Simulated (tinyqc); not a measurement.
MOS inversion layer, Poisson-Schroedinger loop: one step of the calculation.

Electrons confined at an insulator interface at z = 0, treated as a hard wall; parabolic valleys, Hartree approximation, no image or exchange terms. The depletion charge lies far deeper than the electrons and gives a uniform field q Nd/(eps0 eps_r); the gate balances all charge. Energies are counted from the band edge at the interface.

Task. Levels and probability densities. Tridiagonal Hamiltonian with psi = 0 one step beyond both ends: H_ii = C (1/m_(i-1/2) + 1/m_(i+1/2))/hz^2 + V0_i + U_i, H_(i,i+1) = -C/(m_(i+1/2) hz^2), C = hbar^2/(2 m0). The lowest 2 level(s) are kept, normalised to hz sum |psi|^2 = 1. The mass is the same on all intervals.

Parameters, values chosen for the exercise: mass along z of valley set A (3 valley(s)) mz1 = 0.328 m0; mesh step hz = 1.3 nm.

Constants: q = 1.602176634e-19 C, hbar = 1.054571817e-34 J s, m0 = 9.1093837015e-31 kg, hbar^2/(2 m0) = 0.0380998212 eV nm^2. Results are converted to the units shown.

```
node  fixed potential V0 (eV)  self-consistent potential U at the start (eV)
1                 0.003182182                                              0
2                 0.006364364                                              0
3                 0.009546545                                              0
4                 0.012728727                                              0
5                 0.015910909                                              0
6                 0.019093091                                              0
7                 0.022275272                                              0
8                 0.025457454                                              0
9                 0.028639636                                              0
10                0.031821818                                              0
11                0.035003999                                              0
12                0.038186181                                              0
13                0.041368363                                              0
14                0.044550545                                              0
15                0.047732726                                              0
16                0.050914908                                              0
17                0.054097090                                              0
18                0.057279272                                              0
```

Wanted: levels; |psi|^2 of A1; |psi|^2 of A2.

Result.

levels (eV): A1 0.02062, A2 0.03591

```
node  |psi|^2 of A1 (1/nm)  |psi|^2 of A2 (1/nm)
1                   0.0338                0.0325
2                   0.1031                0.0755
3                   0.1535                0.0631
4                   0.1595                0.0172
5                   0.1304                0.0011
6                   0.0889                0.0352
7                   0.0522                0.0878
8                   0.0270                0.1199
9                   0.0125                0.1180
10                  0.0053                0.0927
11                  0.0020                0.0612
12                  0.0007                0.0349
13                  0.0002                0.0176
14                  0.0001                0.0079
15                  0.0000                0.0032
16                  0.0000                0.0011
17                  0.0000                0.0003
18                  0.0000                0.0001
```

Program tinyqc, `OMP_NUM_THREADS=1 python tinyqc.py 2160040 2160041 out.jsonl`; Intel Xeon 2.30GHz, shared host, one thread, about 0.4 s.
